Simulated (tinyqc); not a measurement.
## Dead time against afterpulsing

Afterpulse probability pap = pa (Cd Vx/q) exp(-td/tt) Pm, with Pm the trigger probability of a released carrier; largest rate 1/td; each true event gives 1/(1 - pap) counts.

Inputs (values chosen for the exercise):
- Vx = 3.3 V (excess bias)
- Cd = 20 fF (diode capacitance)
- pa = 2e-7 (trapping probability per avalanche carrier)
- tt = 18 ns (trap release time)

Constants: q = 1.602176634e-19 C. Results are converted to the units shown.

Pm = 0.841

Dead time against afterpulsing:

| td (ns) | pap (%) | largest rate (1e6/s) | counts per event |
|---|---|---|---|
| 3.6 | 5.673 | 277.8 | 1.060 |
| 5.9 | 4.992 | 169.5 | 1.053 |
| 9.5 | 4.087 | 105.3 | 1.043 |
| 15 | 3.011 | 66.67 | 1.031 |
| 25 | 1.728 | 40.00 | 1.018 |
| 41 | 0.7103 | 24.39 | 1.007 |
| 66 | 0.1771 | 15.15 | 1.002 |
| 110 | 0.01537 | 9.091 | 1.000 |

What does the comparison show?

The afterpulse probability falls from 5.67 to 0.0154 %, a factor of ten for every 41.4 ns, while the largest rate falls from 278 to 9.09 million a second.

Computed by the program tinyqc: `OMP_NUM_THREADS=1 python tinyqc.py 2630070 2630071 out.jsonl`, one thread of a shared Intel Xeon 2.30GHz, about 0.01 s for the whole run.
